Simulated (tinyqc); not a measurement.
Worked calculation: Hubbard chain of 3 sites. One step of it, computed by the program tinyqc.

Problem. The many-body Hamiltonian. Basis: all placements (u, d, 2, 0 on each site), up operators ordered before down ones; hops carry the sign of the same-spin electrons passed.

one-body matrix (hopping and site energies) (eV), lower triangle:
```
           1          2         3
1   0.000000
2  -1.970000   0.000000
3   0.000000  -1.970000  0.000000
```

U = 7.100000 eV

electrons, up and down: 2  2

Give: H.

Solution.

H (eV), lower triangle:
```
         220      2ud      u2d      2du      202      ud2      d2u      du2
220  14.2000
2ud  -1.9700   7.1000
u2d   0.0000  -1.9700   7.1000
2du  -1.9700   0.0000   0.0000   7.1000
202   0.0000  -1.9700   0.0000  -1.9700  14.2000
ud2   0.0000   0.0000  -1.9700   0.0000  -1.9700   7.1000
d2u   0.0000   0.0000   0.0000  -1.9700   0.0000   0.0000   7.1000
du2   0.0000   0.0000   0.0000   0.0000  -1.9700   0.0000  -1.9700   7.1000
022   0.0000   0.0000   0.0000   0.0000   0.0000  -1.9700   0.0000  -1.9700

         022
022  14.2000
```
